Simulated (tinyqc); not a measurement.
Worked calculation: thermal stress and diffusional relaxation in a metal film: Coble and Nabarro-Herring creep, cooling and holds. Computed by tinyqc, a small Python program that keeps every step. Command: `OMP_NUM_THREADS=1 python tinyqc.py 3015363 3015364 out.jsonl creep walk`. One thread of a shared host (Intel(R) Xeon(R) Processor @ 2.30GHz), about 0.05 s of CPU time with the checks. Intermediate numbers are printed to about 7 digits and carried at full precision; extremes and crossings named in words are read from the listed rows.

A thin film on a rigid substrate is stress-free at T0. Tension is positive and the film creeps linearly: d sigma/dt = -M (mismatch) dT/dt - sigma/tau.

Inputs (values chosen for the exercise, modelled on copper films on silicon):
```
quantity                           value        unit
biaxial modulus M                    205         GPa
expansion mismatch                  13.6      1e-6/K
atomic volume Omega                 11.8  angstrom^3
lattice prefactor D0             2.4e-05       m^2/s
lattice energy E                    2.07          eV
boundary prefactor (delta D_b)0  6.4e-15       m^3/s
boundary energy E_b                 1.11          eV
grain size d                        0.18          um
stress-free temperature T0           450           C
hold temperature T                   170           C
hold time t                        0.043           h
cooling rate                          10       C/min
yield stress                         520         MPa
```

Constants: k_B = 1.380649e-23 J/K; k_B = 8.617333262e-05 eV/K.

## Elastic stress after a quench

Thermoelastic slope = M x mismatch; sigma_0 = slope x (T0 - T).

thermoelastic slope = 2.788 MPa/K

stress after a quench sigma_0 = 780.64 MPa

Caution: the elastic stress exceeds the yield stress, so dislocation glide would cap it first.

## Creep at the hold temperature

Creep rate per stress: Nabarro-Herring 14 D Omega/(k_B T d^2), Coble (14 pi) delta D_b Omega/(k_B T d^3), with D = D0 exp(-E/(k_B T)), delta D_b = (delta D_b)0 exp(-E_b/(k_B T)); 1/tau = M x (sum of both)/2 (biaxial strain rate is half the uniaxial one). Temperatures in kelvin are T(C) + 273.15. sigma(t) = sigma_0 exp(-t/tau), relaxed part sigma_0 - sigma(t); the grain size where both mechanisms are equal is pi delta D_b/D.

Nabarro-Herring rate = 5.750574e-23 1/(Pa s)

Coble rate = 2.214502e-14 1/(Pa s)

relaxation time tau = 0.1223764 h

stress after the hold = 549.3518 MPa

stress relaxed during the hold = 231.2882 MPa

crossover grain size = 6.931661e+07 um

Coble creep is 3.9e8 times as fast as Nabarro-Herring creep at this grain size. The crossover size is formal, far above any film grain. Caution: bulk creep laws overstate relaxation in a bonded film, where the substrate constrains boundary diffusion, and dislocation glide is left out.

## Stress after cooling to room temperature

Cooling from T0 at the constant rate: d sigma/dT = -slope + sigma/(tau(T) x rate), integrated to 25 C (stiff solver, tolerance 1e-9). Effective stress-free temperature T_eff = 25 C + sigma/slope.

stress at 25 C = 450.3556 MPa

effective stress-free temperature = 186.5336 C

Creep during cooling removes 62.0 % of the elastic value. Caution: bulk creep laws overstate relaxation in a bonded film, and dislocation glide would cap stresses above the yield stress.

## Where a fixed hold relaxes most

For each hold temperature: sigma_0 = slope (T0 - T), relaxed stress sigma_0 (1 - exp(-t/tau)), initial rate sigma_0/tau. In confined lines the relaxed part appears as void volume.

Holds:
```
T (C)  sigma_0 (MPa)       tau (h)  relaxed (MPa)  initial rate (MPa/h)
25           1184.90  1.134627e+05   4.490524e-04          1.044308e-02
65           1073.38  7.763419e+02   5.945069e-02          1.382612e+00
105           961.86  1.544105e+01   2.674847e+00          6.229239e+01
145           850.34  6.564609e-01   5.391457e+01          1.295340e+03
185           738.82  4.884868e-02   4.324527e+02          1.512467e+04
225           627.30  5.555878e-03   6.270270e+02          1.129074e+05
265           515.78  8.782029e-04   5.157800e+02          5.873130e+05
305           404.26  1.801069e-04   4.042600e+02          2.244556e+06
345           292.74  4.554694e-05   2.927400e+02          6.427215e+06
385           181.22  1.366693e-05   1.812200e+02          1.325974e+07
425            69.70  4.723863e-06   6.970000e+01          1.475487e+07
```

The relaxed stress peaks at 225 C among these rows: colder holds have more stress but slower diffusion, hotter ones faster diffusion but less stress. The initial rate peaks about k_B T^2/E_b = 41 K below T0 when boundaries dominate; its largest row is 425 C. Caution: dislocation glide would cap stresses above the yield stress; capping layers can block the surface and boundary paths, and threshold stresses are ignored.

Checks made by the program: cooling integral by quadrature (relative difference 2e-09).
